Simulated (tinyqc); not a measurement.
Range and order of the fit: effective mass of the conduction band from tabulated energies.

c = hbar^2/2m0. A uniform scatter of up to 0.1 meV has been added to mimic numerical noise.
Constants: hbar^2/2m0 = 3.80998211 eV angstrom^2.

Energies along [100], from the band edge:

| k (1/angstrom) | E (meV) |
|---|---|
| 0.000000 | 0.00000 |
| 0.003600 | 1.25750 |
| 0.007200 | 5.20110 |
| 0.010800 | 11.55140 |
| 0.014400 | 20.39440 |
| 0.018000 | 31.28660 |
| 0.021600 | 44.55000 |
| 0.025200 | 59.64920 |
| 0.028800 | 76.62960 |

reference mass (curvature of the model at k = 0.0001 1/angstrom) = 0.038000 m0

Least-squares fits of E = a k^2 (+ b k^4 + d k^6) over points 1 to n, and the line y = c k^2/E against E; errors of m against the reference.

Results:

| n | E at point n (meV) | one term (%) | two terms (%) | three terms (%) | line (%) | rms residual, one term (meV) |
|---|---|---|---|---|---|---|
| 3 | 11.6 | 1.05 | -0.45 | 5.26 | 2.49 | 0.039 |
| 4 | 20.4 | 1.69 | 0.06 | -0.44 | 1.80 | 0.058 |
| 5 | 31.3 | 3.05 | -0.64 | 0.43 | 1.24 | 0.184 |
| 6 | 44.5 | 4.15 | 0.12 | -1.02 | 1.02 | 0.282 |
| 7 | 59.6 | 5.47 | 0.34 | -0.35 | 0.86 | 0.470 |
| 8 | 76.6 | 6.87 | 0.66 | -0.19 | 0.77 | 0.723 |

What does the comparison show?

The error of the parabola goes from +1.05 to +6.87 % as the range widens, and at n = 8 its residual, 0.72 meV, is only 0.9 % of the top energy: a small residual does not vouch for the mass. Over the full range (n = 8) the best form is three terms (0.19 %); the line errs by +2.49 % at n = 3 and +0.77 % at n = 8. Many terms on few points amplify the scatter: three terms err by +5.3 % at n = 3 but by -0.2 % at n = 8.

Computed by tinyqc, a small Python program: `OMP_NUM_THREADS=1 python tinyqc.py 1881047 1881048 out.jsonl` (the numbers bound the seed that draws the inputs); one thread of a shared host (Intel(R) Xeon(R) Processor @ 2.30GHz), about 0.01 s for the whole set of steps.
